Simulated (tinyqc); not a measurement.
What moves the results: round or elliptic silicon nanowire with anisotropic valleys (Ritz method). A value that a table varies takes the place of the one given here.

Wire along x = [110] on a (001) wafer, y = [-110], z = [001]. Valley groups (w = inverse masses): A, two valleys along z: w_y = 1/mt, w_z = 1/ml, m_x = mt; B, four valleys in the wafer plane: w_y = (1/ml + 1/mt)/2, w_z = 1/mt, m_x = (ml + mt)/2.

Hard wall on the ellipse (y/a)^2 + (z/b)^2 = 1, c = hbar^2/2m0. With u = y/a, v = z/b the operator is -c [(w_y/a^2) d2/du2 + (w_z/b^2) d2/dv2] on the unit disc. Basis (1 - u^2 - v^2) u^i v^j; S, X and Y are the disc integrals of f f', (df/du)(df'/du) and (df/dv)(df'/dv), from the integral of u^p v^q = 2 Gamma((p+1)/2) Gamma((q+1)/2)/((p + q + 2) Gamma((p+q+2)/2)) for even p, q; H = c (w_y X/a^2 + w_z Y/b^2).

Converged values use 21 functions of each parity class (e or o in u, then in v).

Constants: hbar^2/2m0 = 3.80998211 eV angstrom^2.

Parameters, chosen for this exercise (near those of a Si nanowire; shifted at random, so the results belong to these values and not to a real crystal):
- ml = 0.925 m0 (longitudinal mass)
- mt = 0.191 m0 (transverse mass)
- a = 38 angstrom (semi-axis along y)
- b = 23 angstrom (semi-axis along z)
- asp = (0.4, 0.6, 0.8, 1, 1.3, 1.8, 2.5) (ratios a/b)
- area = 27.5 nm^2 (cross-section, kept fixed)
- hw = 1 (height over mean width)

## Size of the basis

Lowest level of each group with 1, 3, 6 and 21 even functions.

Levels (meV):
```
functions      A       B
1          64.80  138.12
3          62.33  131.16
6          62.32  131.05
21         62.32  131.05
```

One function errs by 4.0 % for A and 5.4 % for B, six by 2.1e-05 and 0.00062 meV. The error grows with the axis ratio of the stretched ellipse (1.33, 2.13); for a circle it is 6/5.783 - 1 = 3.7 %.

## Flattening the wire at fixed area

a = sqrt(area x ratio/pi), b = a/ratio, 1 nm^2 = 100 angstrom^2; lowest level of each group.

Levels (eV):
```
a/b  a (angstrom)  b (angstrom)       A       B
0.4          18.7          46.8  0.1585  0.1242
0.6          22.9          38.2  0.1128  0.1056
0.8          26.5          33.1  0.0907  0.1024
1.0          29.6          29.6  0.0781  0.1055
1.3          33.7          25.9  0.0679  0.1154
1.8          39.7          22.1  0.0610  0.1380
2.5          46.8          18.7  0.0603  0.1740
```

Each group is lowest where its stretched ellipse is a circle, at a/b = sqrt(w_y/w_z): 2.20 for A and 0.78 for B. The lowest group is B in the first row and A in the last, crossing between a/b = 0.6 and 0.8; B - A is -34 meV in the first row and +114 meV in the last.

## Shape of the cross-section

Equal area, hard walls, lowest level of -c (w_y d2/dy2 + w_z d2/dz2), c = hbar^2/2m0. Rectangle W x H with H/W = hw; ellipse with b/a = hw; trapezoid of height H, base W/0.8 and top 0.6 of the base; isosceles triangle of height H and base 2W. Ellipse, trapezoid and triangle by converged Ritz bases; 1 nm^2 = 100 angstrom^2.

Levels:
```
shape      A (eV)  B (eV)  B - A (meV)
rectangle  0.0864  0.1148         28.4
ellipse    0.0781  0.1055         27.3
trapezoid  0.0849  0.1170         32.1
triangle   0.0762  0.1519         75.7
```

W = 52.4 angstrom
H = 52.4 angstrom

For group A the order is triangle, ellipse, trapezoid, rectangle, spanning 13 %. For group B the order is ellipse, rectangle, trapezoid, triangle, spanning 44 %. The ellipse lies below the rectangle for both groups, since corners hold little of the wave function. The triangle is lowest for A, whose light mass lies across the width and gains from the wide base. The spacing B - A of the valley groups runs from 27 to 76 meV.

## What each parameter does

Lowest level of groups A and B. Each row changes one parameter from the base and keeps the others.

Results:
```
case             A (eV)  B (eV)  B - A (meV)
base             0.0623  0.1310         68.7
a = 36 angstrom  0.0668  0.1340         67.2
b = 26 angstrom  0.0573  0.1082         50.9
ml = 1.036 m0    0.0599  0.1306         70.7
mt = 0.172 m0    0.0667  0.1450         78.4
```

The largest shifts from the base row, up to three for each result and ties (the steps differ in size, so this ranks the rows, not the parameters). A (eV): b -0.0050, a +0.0045, mt +0.0043. B (eV): b -0.0228, mt +0.0140, a +0.0030. B - A (meV): b -17.8, mt +9.6, ml +2.0.

(tinyqc, `OMP_NUM_THREADS=1 python tinyqc.py 1280042 1280043 out.jsonl`, Intel(R) Xeon(R) Processor @ 2.30GHz, 1 thread, shared host, about 0.06 s.)
